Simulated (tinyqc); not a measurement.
Intrinsic and extrinsic failures together.

All devices wear out with slope 2.5 and scale t63; the share 0.01 also has a flaw with slope 0.34 and scale 0.03 t63: 1 - F = exp(-(t/t63)^2.5) [1 - 0.01 + 0.01 exp(-(t/(0.03 t63))^0.34)]. W = ln(-ln(1 - F)); the local slope is dW/d ln t.

Values chosen for this exercise: characteristic time of a test capacitor t63 = 24 s.

Results:
```
t (s)           F       W  local slope  F of wear-out alone
0.0002   5.991e-4  -7.420       0.3297            2.005e-13
0.00077  9.308e-4  -6.979       0.3238            5.830e-12
0.0029   0.001422  -6.555       0.3148            1.605e-10
0.011    0.002144  -6.144       0.3010             4.497e-9
0.043    0.003186  -5.747       0.2795             1.359e-7
0.17     0.004582  -5.383       0.2491             4.223e-6
2.5       0.01130  -4.478       0.8707             0.003496
9.4       0.09980  -2.253        2.290              0.09154
36         0.9371   1.017        2.491               0.9364
```

Estimate the missing row, t = 0.64 s.

Computed row:
```
t (s)         F       W  local slope  F of wear-out alone
0.64   0.006289  -5.066       0.2453             1.161e-4
```

With this row back in the table: The local slope goes from 0.330 through a minimum of 0.245 (at t = 0.64 s among the rows listed) to 2.49. At early times the flawed share sets F, 2.99e9 times the wear-out value in the first row, so a line fitted to the steep upper part says nothing about low percentiles.

Program tinyqc, `OMP_NUM_THREADS=1 python tinyqc.py 2070013 2070014 out.jsonl`; Intel Xeon 2.30GHz, shared host, one thread, about 0.01 s.
